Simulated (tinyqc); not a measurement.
Polycrystalline film, grain-boundary barriers (Seto model): one step of the calculation.

One-dimensional grains of size Lg with donors N; each boundary has Qt acceptor-like traps per area at one level Et below the band edge. Trapped electrons qt deplete a width w = qt/N (both sides together) and raise a barrier Vb = q N w^2/(8 eps0 eps_r). Current crosses the barriers by thermionic emission at small bias. Abrupt depletion, full ionisation, Boltzmann statistics.

Problem. Barrier, resistivity and effective mobility. Partly depleted grains: the density at the grain centre is n0 = N and qt = Qt/(1 + 2 (Nc/N) exp((Vb - Et)/Vt)). If that gives qt >= N Lg, the grains are fully depleted: qt = N Lg, w = Lg and n0 = 2 Nc exp((Vb - Et)/Vt)/(Qt/(N Lg) - 1). Resistivity: barriers rb = Vt exp(Vb/Vt)/(q n0 vc Lg), grain interior rg = (1 - w/Lg)/(q mg N); effective mobility 1/(q N (rb + rg)).

Values chosen for this exercise; values close to those of polycrystalline silicon: temperature T = 300 K; relative permittivity of the semiconductor eps_r = 11.7; grain size Lg = 20 nm; trap density at a boundary Qt = 2.6e12 cm^-2; donor density N = 6.2e18 cm^-3; mobility inside a grain mg = 130 cm^2/(V s); collection velocity at the barrier vc = 3.9e6 cm/s; conduction-band density of states at T Nc = 2.8e19 cm^-3; trap level below the band edge Et = 0.55 eV.

Constants: q = 1.602176634e-19 C, kB = 1.380649e-23 J/K, Vt = kB T/q, eps0 = 8.8541878128e-14 F/cm where lengths are in cm. Results are converted to the units shown.

Find: qt; w; Vb; n0; rb; rg; effective mobility.

Solution.

qt = 2.600e12 cm^-2
w = 4.194 nm
Vb = 0.02108 V
n0 = 6.200e18 cm^-3
rb = 0.007541 ohm cm
rg = 0.006120 ohm cm
effective mobility = 73.69 cm^2/(V s)

The grains are partly depleted, 100 % of the traps are filled and the barriers give 55.2 % of the resistivity.

Range of the model: The barrier is under 2 Vt, where the abrupt-depletion and emission pictures are rough.

tinyqc, about 0.01 s, one thread, Intel Xeon 2.30GHz (shared host): `OMP_NUM_THREADS=1 python tinyqc.py 2610104 2610105 out.jsonl`
